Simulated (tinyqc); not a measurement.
## Band offsets from two capacitances

Inverse problem. A p-n heterojunction (1: p-type, 2: n-type) in the depletion approximation obeys 1/C^2 = 2 (er1 N1 + er2 N2)(Vbi - V)/(q eps0 er1 er2 N1 N2), with Vbi = dEc + Eg1 - Vt ln(Nc2 Nv1/(N1 N2)), dEc = Ec2 - Ec1 and dEv = Eg2 - Eg1 - dEc. Find N2, Vbi, dEc and dEv.

Inputs (values chosen for the exercise); band and dielectric values close to those of SiGe and Si:
```
symbol    value   unit                                          meaning
T           300      K                                      temperature
Eg1       0.932     eV                           band gap of material 1
er1        12.9                     relative permittivity of material 1
Nv1        1e19  cm^-3     valence-band density of states of material 1
Eg2        1.13     eV                           band gap of material 2
er2        11.7                     relative permittivity of material 2
Nc2     2.82e19  cm^-3  conduction-band density of states of material 2
N1       2.4e16  cm^-3                   acceptor density of material 1
```

Constants: q = 1.602176634e-19 C, kB = 1.380649e-23 J/K, Vt = kB T/q, eps0 = 8.8541878128e-14 F/cm where lengths are in cm. Results are converted to the units shown.

C at V = -0.6 and -3.3 V (nF/cm^2): [30.576236, 17.097060]

Answer. The slope of 1/C^2 against -V is (2/(q eps0)) (1/(er2 N2) + 1/(er1 N1)), which gives N2; the intercept is Vbi, and the offsets follow.

N2 = 2.900e16 cm^-3
Vbi = 0.6282 V
dEc = 0.03000 eV
dEv = 0.1680 eV

Program tinyqc, `OMP_NUM_THREADS=1 python tinyqc.py 2040082 2040083 out.jsonl`; Intel Xeon 2.30GHz, shared host, one thread, about 0.02 s.
